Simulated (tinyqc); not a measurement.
# Voltage drop against the pad pitch

A grid of 13 by 13 nodes with segments Rx (rows) and Ry (columns); every node draws I1 and the central node kh I1; pads with resistance Rp sit at the nodes whose row and column are multiples of the pitch, counting from 0. The drops u = Vdd - V follow from G u = i, with G the conductance matrix and i the load currents, solved directly.

Values chosen for this exercise: supply voltage Vdd = 1 V; resistance of a horizontal segment Rx = 0.5 ohm; resistance of a vertical segment Ry = 0.52 ohm; resistance from a pad node to the supply Rp = 0.12 ohm; factor on the load at the hot node kh = 8; load current of a node in the large grid I1 = 0.44 mA.

Results:
```
pitch (nodes),pads,worst drop (mV),mean drop (mV),largest drop at a pad (mV),largest pad current (mA),worst drop over Vdd (%)
1,169,0.2561,0.05499,0.2561,2.134,0.02561
2,49,0.4901,0.3210,0.4451,3.709,0.04901
4,16,2.613,1.477,0.7947,6.623,0.2613
6,9,3.866,3.237,1.759,14.66,0.3866
12,4,15.33,12.43,2.323,19.36,1.533
```

Estimate the missing row, pitch = 3 nodes.

Computed row:
```
pitch (nodes),pads,worst drop (mV),mean drop (mV),largest drop at a pad (mV),largest pad current (mA),worst drop over Vdd (%)
3,25,1.073,0.7827,0.7038,5.865,0.1073
```

With this row back in the table: The worst drop goes from 0.256 to 15.3 mV while the number of pads falls from 169 to 4; between the last two rows it goes as pitch^(1.99). The largest drop at a pad is 100 % of the worst drop in the first row and 15.2 % in the last; the rest falls along the wires.

Program tinyqc, `OMP_NUM_THREADS=1 python tinyqc.py 2770105 2770106 out.jsonl`; Intel Xeon 2.30GHz, shared host, one thread, about 0.08 s.
